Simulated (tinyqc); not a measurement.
Heat flow across a film from the phonon Boltzmann equation in the relaxation-time approximation: one step, computed by the program tinyqc. Command: `OMP_NUM_THREADS=1 python tinyqc.py 3023112 3023113 out.jsonl slabbte walk`. One thread of a shared host (Intel(R) Xeon(R) Processor @ 2.30GHz), about 0.01 s of CPU time with the checks.

Two black walls, hot at x = 0 and cold at x = L, emit phonons isotropically. For one free path Lambda, with tau = x/Lambda, tau_L = L/Lambda and phi = (T - T_cold)/Delta T, energy balance gives phi(tau) = (1/2) [E2(tau) + int_0^tau_L phi(s) E1(|tau - s|) ds]; E_n are the exponential integrals. The flux over the ballistic flux C v Delta T/4 is psi = 1 - 2 int_0^tau_L phi(s) E2(s) ds, and kappa_eff/kappa = (3/4) tau_L psi. kappa = C v Lambda/3 is an input, so at fixed kappa a longer free path means a smaller C v.

Problem. Temperature profile and flux in the small system. Cut the film into n equal cells with constant phi, collocated at the centres c_i: the kernel integrates to A_ij = |E2(|c_i - e_j|) - E2(|c_i - e_(j+1)|)|/2 for cell edges e_j, and A_ii = 1 - E2(half a cell); solve (1 - A) phi = E2(c)/2; psi = 1 - 2 sum_j phi_j [E3(e_j) - E3(e_(j+1))]. In short, (1 - A) phi = b and psi = 1 - 2 sum_j w_j phi_j, with b the right-hand side and w_j the flux weights; the cells divide 0 to tau_L.

1 - A:
```
            1           2           3           4           5
1   0.3586447  -0.1336286  -0.0317629  -0.0093534  -0.0030072
2  -0.1336286   0.3586447  -0.1336286  -0.0317629  -0.0093534
3  -0.0317629  -0.1336286   0.3586447  -0.1336286  -0.0317629
4  -0.0093534  -0.0317629  -0.1336286   0.3586447  -0.1336286
5  -0.0030072  -0.0093534  -0.0317629  -0.1336286   0.3586447
```

right-hand side E2(c)/2: 0.1793224  0.04569375  0.01393090  0.004577539  0.001570312

optical thickness tau_L = 4.461538

flux weights E3(e_j) - E3(e_(j+1)): 0.3729631  0.08756246  0.02632032  0.008594170  0.002937537

Give: phi at the cell centres; psi, small system.

Solution.

phi at the cell centres: 0.79625  0.64696  0.50000  0.35304  0.20375

psi, small system = 0.25917
